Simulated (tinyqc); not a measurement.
Ballistic transport through the one-dimensional subbands of a rectangular nanowire or nanosheet channel. From ballistic current I back to gate voltage above flat band V_G. Computed by tinyqc, a small Python program. Command: `OMP_NUM_THREADS=1 python tinyqc.py 3019681 3019682 out.jsonl wire inv`. One thread of a shared host (Intel(R) Xeon(R) Processor @ 2.30GHz), about 0.1 s of CPU time with the checks.

Hard walls, parabolic subbands, transport along x. Energies are counted from the bulk conduction band edge at the top of the barrier, which the gate pulls down by U; the source Fermi level lies at the bulk edge when U = 0.

Inputs (values chosen for the exercise, modelled on silicon): light mass m_t = 0.19 m_0; heavy mass m_l = 0.9 m_0; height a = 4.5 nm; width b = 8 nm; equivalent oxide thickness t = 0.77 nm; drain voltage V_D = 0.01 V; temperature T = 300 K.

Valleys: silicon [100] wire.

Constants: hbar^2/(2 m_0) = 3.80998212 eV angstrom^2; k_B = 8.617333262e-05 eV/K; m_0 = 9.1093837015e-31 kg; k_B = 1.380649e-23 J/K; hbar = 1.054571817e-34 J s; eps_0 = 8.8541878128e-12 F/m; e = 1.602176634e-19 C; h = 6.62607015e-34 J s.

Method:
- E_pq = (hbar^2 pi^2/2)(p^2/(m_y b^2) + q^2/(m_z a^2)); valley pairs: (m_x, m_y, m_z) = (m_t, m_t, m_l), (m_t, m_l, m_t), (m_l, m_t, m_t), each with degeneracy g = 2; the 10 lowest subbands are kept.
- F_j(eta) = (1/Gamma(j + 1)) int_0^infinity x^j/(1 + exp(x - eta)) dx, F_0 = ln(1 + exp(eta)). Integrals over x = E/(k_B T) use 160 Gauss-Legendre points in u = sqrt(x) from 0 to sqrt(max(eta, 0) + 32).
- With degeneracy g = 2, eta_i = (U - E_i)/(k_B T) and u = e V_D/(k_B T): line density n = sum_i g sqrt(2 m_x k_B T/pi)/(2 hbar) [F_-1/2(eta_i) + F_-1/2(eta_i - u)]; gate: e n = C_ox (V_G - U/e), C_ox = 3.9 eps_0 2 (a + b)/t (flat-plate estimate); I = (2 e k_B T/h) sum_i g [F_0(eta_i) - F_0(eta_i - u)].

Problem. A run gave the result below. Find the gate voltage above flat band V_G, known to lie between 0.22 and 0.63 V.

ballistic current I = 4.951835 microampere

Solution.

Each step takes the trial c = (a f_b - b f_a)/(f_b - f_a), f being the result less the target and a, b, c the logarithms of the listed values; c replaces end b, the old b replaces a if the sign of f changed, and otherwise f_a is halved.

Scan of the range:
```
gate voltage above flat band V_G (V)  ballistic current I (microampere)
0.220                                                           2.68134
0.262                                                           3.24047
0.312                                                           3.90153
0.372                                                           4.67764
0.444                                                           5.57157
0.529                                                           6.56333
0.630                                                           7.64736
```

False position (Illinois rule, in the logarithm of the input) inside the bracket:
```
step     end a     end b     trial  ballistic current I (microampere)
1     0.372000  0.444000  0.392746                            4.93987
2     0.444000  0.392746  0.393660                            4.95133
3     0.444000  0.393660  0.393737                            4.95229
4     0.393660  0.393737  0.393700                            4.95183
5     0.393737  0.393700  0.393700                            4.95183
```

Ballistic current I rises at every point of a 13-point scan of the range (every second point is shown), so one value fits; it is bracketed by 0.372 and 0.444. Answer: gate voltage above flat band V_G = 0.3937 V.
